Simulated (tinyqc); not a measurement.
Single-junction solar cell, detailed-balance limit: course of the iteration: maximum power point by Newton steps.

Every photon above the gap Eg makes one pair and none below is absorbed; carriers thermalise at T and move without loss. Jsc = q fs X Phi(Eg, Ts); the dark current is J0 = q ge Phi(Eg, T)/ERE with the Boltzmann factor exp(V/Vt). The efficiency is the electrical power over fs X sigma Ts^4.

With v = V/Vt the power is largest where f = (1 + v) exp(v) - 1 - Jsc/J0 vanishes; f' = (2 + v) exp(v), v(new) = v - f/f'.

Stop when v changes by less than 1e-10, or after 40 iterations.

v at the start = 28.21
Jsc = 61.6320 mA/cm^2
J0 = 3.44428e-11 mA/cm^2

Course of the iteration:
```
iteration	v	|change|
1	27.2763	0.934
2	26.3976	0.879
3	25.6491	0.748
4	25.1549	0.494
5	24.9756	0.179
6	24.9567	0.0189
7	24.9565	1.88e-4
8	24.9565	1.83e-8
9	24.9565	0
```

Did this iteration meet its convergence test, and what does its course show?

Yes. Converged in 9 iterations. At the end the number of correct digits about doubles with each step.

Computed by the program tinyqc: `OMP_NUM_THREADS=1 python tinyqc.py 2820014 2820015 out.jsonl`, one thread of a shared Intel Xeon 2.30GHz, about 0.01 s for the whole run.
